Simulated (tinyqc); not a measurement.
Mass and degeneracy from charge and saturation current.

Problem. At high drain voltage only states moving towards the drain are filled: n = (N0/2) F_0(eta), N0 = gv m kB T/(pi hbar^2), F_0(x) = ln(1 + exp x), and I = q (N0/2) vT F_(1/2)(eta) per width, vT = sqrt(2 kB T/(pi m)), F_(1/2)(x) = (2/sqrt(pi)) int_0^infinity u^(1/2)/(1 + exp(u - x)) du. Find eta and m.

Inputs (values chosen for the exercise): temperature T = 300 K; valley degeneracy gv = 2.

Constants: q = 1.602176634e-19 C, kB = 1.380649e-23 J/K, hbar = 1.054571817e-34 J s, m0 = 9.1093837015e-31 kg. Results are converted to the units shown.

n = 8.4828044e11 cm^-2
I = 179.64989 uA/um

Solution. The mass drops out of I^2/(q^2 n) = gv (kB T)^2 F_(1/2)^2/(pi^2 hbar^2 F_0), which rises with eta and so fixes it; n then gives m.

eta = -0.650
m = 0.187 m0

Program tinyqc, `OMP_NUM_THREADS=1 python tinyqc.py 2400031 2400032 out.jsonl`; Intel Xeon 2.30GHz, shared host, one thread, about 0.01 s.
